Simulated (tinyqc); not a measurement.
## Donor binding, ionisation and the Mott limit: Freeze-out

Hydrogenic donor: Ry = (m0 q^3/(8 eps0^2 h^2)) me/eps_r^2 in eV, E0 = cc Ry, radius a = q/(8 pi eps0 eps_r E0), Mott density Nm = (0.26/a)^3. Below Nm the level sinks as Ed = E0 [1 - (N/Nm)^(1/3)]. Neutrality: Nc F12(eta) = N/(1 + 2 exp(eta + Ed/kB T)), F12(x) = (2/sqrt(pi)) int_0^infinity sqrt(u)/(1 + exp(u - x)) du.

Nc is given at 100 K and scales as T^1.5.

Inputs (values chosen for the exercise); band and dielectric values close to those of gallium phosphide:
```
symbol    value   unit                                                  meaning
eps_r      11.1                                           relative permittivity
me        0.296     m0  mass in the hydrogenic formula, set independently of Nc
Nc      3.46e18  cm^-3               conduction-band density of states at 100 K
cc          1.5          ratio of the true binding energy to the hydrogenic one
N        7.5e17  cm^-3                                            donor density
```

Constants: q = 1.602176634e-19 C, kB = 1.380649e-23 J/K, eps0 = 8.8541878128e-12 F/m, h = 6.62607015e-34 J s, m0 = 9.1093837015e-31 kg, Vt = kB T/q. Results are converted to the units shown.

Result of one run:
```
T (K)	eta	n (cm^-3)	ionised (%)	ln(n/T^0.75)
400	-3.701	6.780e17	90.40	36.56
```

What becomes of these results when the temperature T is changed from 400 to 110 K, all else the same?

Result of the changed run:
```
T (K)	eta	n (cm^-3)	ionised (%)	ln(n/T^0.75)
110	-2.762	2.468e17	32.90	36.52
```

The whole series:
```
T (K)	eta	n (cm^-3)	ionised (%)	ln(n/T^0.75)
30	-5.308	2.810e15	0.3747	33.02
45	-3.922	2.054e16	2.739	34.71
60	-3.311	5.791e16	7.721	35.53
80	-2.941	1.284e17	17.13	36.11
110	-2.762	2.468e17	32.90	36.52
150	-2.784	3.846e17	51.28	36.73
220	-3.024	5.394e17	71.92	36.78
300	-3.343	6.272e17	83.62	36.70
400	-3.701	6.780e17	90.40	36.56
```

The ionised share rises from 0.375 to 90.4 %. Between the first two rows ln(n/T^0.75) has the slope -13.1 meV against q/kB T; deep freeze-out without compensation gives -Ed/2 = -13.2 meV.

Range of the model: A sharp level with degeneracy 2 overstates freeze-out near Nm, where the impurity band broadens and merges with the conduction band.

tinyqc, about 0.02 s, one thread, Intel Xeon 2.30GHz (shared host): `OMP_NUM_THREADS=1 python tinyqc.py 2330023 2330024 out.jsonl`
